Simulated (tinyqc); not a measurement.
Inside a calculation: tunnelling through a thin dielectric with one trap, as a tight-binding chain. Values are carried at full precision from step to step, so a last printed digit may differ when a step is redone from the rounded ones.

Hopping -t everywhere, t = c/(m a^2), c = hbar^2/2m0; lead sites at 2t (band bottom 0), barrier sites 1 to N at 2t + phi, and site j has U besides. No voltage. Leads give S = -t exp(ika) on sites 1 and N, cos(ka) = 1 - E/(2t). T = (2 t sin(ka))^2 |G_1N|^2, G = (E - H - S)^-1. In the barrier cosh(q a) = 1 + (phi - E)/(2t).

Constants: hbar^2/2m0 = 3.80998211 eV angstrom^2; hbar = 6.58211957e-16 eV s.

Inputs chosen for the exercise (barrier and mass of the size used for Al2O3 on silicon; not measured data): a = 2.5 angstrom (site spacing); m = 0.3 m0 (mass, the same in leads and barrier); phi = 2.21 eV (conduction edge of the barrier above that of the leads); U = -3.97 eV (extra energy on the trap site); E = 0.4 eV (electron energy); N = 10 (barrier sites); j = 4 (site of the trap).

## Scales

Form t, ka, q a, and the level of the trap in an endless barrier, Eb = phi + 2t - sqrt(4 t^2 + U^2).

t = 2.0320 eV
ka = 0.44740 rad
q a = 0.91187
Eb = 0.5927 eV

## The matrix E - H - S

Fill it in.

E - H - S (eV):
```
                  1        2        3        4        5        6
1   -4.0420+0.8791i   2.0320   0.0000   0.0000   0.0000   0.0000
2            2.0320  -5.8740   2.0320   0.0000   0.0000   0.0000
3            0.0000   2.0320  -5.8740   2.0320   0.0000   0.0000
4            0.0000   0.0000   2.0320  -1.9040   2.0320   0.0000
5            0.0000   0.0000   0.0000   2.0320  -5.8740   2.0320
6            0.0000   0.0000   0.0000   0.0000   2.0320  -5.8740
7            0.0000   0.0000   0.0000   0.0000   0.0000   2.0320
8            0.0000   0.0000   0.0000   0.0000   0.0000   0.0000
9            0.0000   0.0000   0.0000   0.0000   0.0000   0.0000
10           0.0000   0.0000   0.0000   0.0000   0.0000   0.0000

          7        8        9               10
1    0.0000   0.0000   0.0000           0.0000
2    0.0000   0.0000   0.0000           0.0000
3    0.0000   0.0000   0.0000           0.0000
4    0.0000   0.0000   0.0000           0.0000
5    0.0000   0.0000   0.0000           0.0000
6    2.0320   0.0000   0.0000           0.0000
7   -5.8740   2.0320   0.0000           0.0000
8    2.0320  -5.8740   2.0320           0.0000
9    0.0000   2.0320  -5.8740           2.0320
10   0.0000   0.0000   2.0320  -4.0420+0.8791i
```

## Transmission

Invert the matrix; T = (2 t sin(ka))^2 |G_1N|^2.

first row of G (1/eV): -0.3087-0.09109i  -0.1614-0.04763i  -0.1579-0.04659i  -0.2950-0.08706i  -0.1185-0.03498i  -0.04762-0.01407i  -0.01914-0.005678i  -0.007711-0.002349i  -0.003151-0.001111i  -0.001396-0.0008620i

T = 8.325e-06

Without the trap T is 3.31e-08: the trap changes it by a factor 251 at this energy.

## The resonance

Resonance: the lowest eigenvalue of H + S(E), iterated until its real part equals E (40 rounds from Eb = phi + 2t - sqrt(4t^2 + U^2), the level in an endless barrier). With v the normalised squared amplitudes of that state, Gamma_L = 2 t sin(ka) v_1, Gamma_R = 2 t sin(ka) v_N; Breit-Wigner T = Gamma_L Gamma_R/((E - Er)^2 + (Gamma_L + Gamma_R)^2/4).

Find Er, the two widths, the peak height 4 Gamma_L Gamma_R/(Gamma_L + Gamma_R)^2 and the escape time hbar/(Gamma_L + Gamma_R).

Er = 0.5903 eV

widths (meV): left 12.07, right 0.06718

peak height = 0.02201
escape time = 54.2 fs

squared amplitudes: 0.0057  0.0231  0.1244  0.6968  0.1234  0.0219  0.0039  0.0007  0.0001  0.0000

The nearby leads move the level 2.4 meV below its value in an endless barrier. The trap is closer to the left lead, which takes 99.4 % of the escapes.

## Checks

- T at Er from the chain against the Breit-Wigner peak: both 0.0220.
- T without trap against the closed form for a lattice barrier: both 3.312e-08.

Program tinyqc; command `OMP_NUM_THREADS=1 python tinyqc.py 1451861 1451862 out.jsonl`; about 0.05 s on one thread of a shared Intel(R) Xeon(R) Processor @ 2.30GHz.
